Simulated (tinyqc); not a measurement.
Inside a calculation: donor near an oxide interface in a gate field (two-state model). Values are carried at full precision from step to step, so a last printed digit may differ when a step is redone from the rounded ones.

Interface at z = 0 (hard wall), donor at z = d, field F pulling electrons to the interface: potential e F z; 1 kV/cm = 1e-5 eV/angstrom, c = hbar^2/2m0, q = e^2/(4 pi eps0), Q = (eps - eo)/(eps + eo). Donor state: E_D = e F d - ED - q Q/(4 eps d), the last term joining the images of ion and electron. Interface state: z exp(-b z/2) exp(-rho^2/(2 L^2)) with E_z = c b^2/(4 mz) + 3 e F/b + q Q b/(8 eps), minimised over b; in the plane at z = 3/b the ion (distance D = d - 3/b) and its image (D' = d + 3/b) give E_rho = c/(mt L^2) - (q/eps)(sqrt(pi)/L)[erfcx(D/L) + Q erfcx(D'/L)], erfcx(x) = exp(x^2) erfc(x), minimised over L. E_I = E_z + E_rho.

Constants: hbar^2/2m0 = 3.80998211 eV angstrom^2; e^2/(4 pi eps0) = 14.39964547 eV angstrom.

Inputs chosen for the exercise (near those of a donor in Si below Si3N4, static dielectric constants; shifted at random, so the results belong to these values and not to a real crystal): d = 100 angstrom (depth of the donor); ED = 45.9 meV (bulk binding energy); mz = 0.932 m0 (mass across the interface); mt = 0.193 m0 (mass in the plane); eps = 11.4 (dielectric constant of the semiconductor); eo = 7.5 (dielectric constant of the oxide); F = 85.4 kV/cm (field in the semiconductor); aD = 16.3 angstrom (donor radius); v = 0.36 (valley factor).

## The interface state across the interface

Solve c b/(2 mz) - 3 e F/b^2 + q Q/(8 eps) = 0; give Q, b, the three terms of E_z and <z> = 3/b.

Q = 0.2063
b = 0.10276 1/angstrom

kinetic, field and image terms (meV): [10.79, 24.93, 3.35]

<z> = 29.2 angstrom

The image pushes the electron away from the oxide; without it <z> would be 27.8 angstrom.

## Binding in the plane

Give D, D', the best L, both terms and E_rho.

D, D' (angstrom): [70.8, 129.2]

L = 83.5 angstrom

kinetic and Coulomb terms (meV): [2.83, -14.42]

E_rho = -11.59 meV

The bottom of the well lies at -19.9 meV, so the level is 42 % of the way up; L/D = 1.18. Above the critical field the ionised donor would thus still hold its electron as a dot at the interface.

## Where the electron sits

The two states couple by t = t0 exp(-D/aD) with t0 = q/(eps aD) (2 aD/L) sqrt(aD b/2) v, v a valley factor; this form is an estimate. With detuning u = E_D - E_I the splitting is sqrt(u^2 + 4 t^2) and the lower state has weight (1 - u/sqrt(u^2 + 4 t^2))/2 on the donor.

Give E_D, E_I, t, the splitting and the donor weight.

E_D, E_I (meV): [38.85, 27.48]

t = 0.129 meV
splitting = 11.37 meV
donor weight = 0.000

The electron is at the interface; the contact hyperfine coupling scales with the donor weight. With this t, the tunnelling time pi hbar/(2t) at a crossing would be 7.99 ps (hbar = 6.58212e-16 eV s); here the detuning is 87.8 t.

## Critical field

Find F at which E_D = E_I; compare the rule e F d = ED. The crossing width is 4t/(e D), with t and D formed anew at that field.

critical field = 68.8 kV/cm
ED/(e d) = 45.9 kV/cm
width = 0.85 kV/cm

The confinement energy E_z = 34.0 meV raises the field needed and the attraction E_rho = -11.8 meV lowers it; the result is 1.50 times the simple rule.

## Checks

- E_z without images against 1.5 x 6^(2/3)/2 (c (e F)^2/mz)^(1/3), meV: both 35.64.
- E_rho from the radial equation in the full Coulomb well against the Gaussian trial function, meV: -11.7 against -11.6.

Program tinyqc; command `OMP_NUM_THREADS=1 python tinyqc.py 1251875 1251876 out.jsonl`; about 0.09 s on one thread of a shared Intel(R) Xeon(R) Processor @ 2.30GHz.
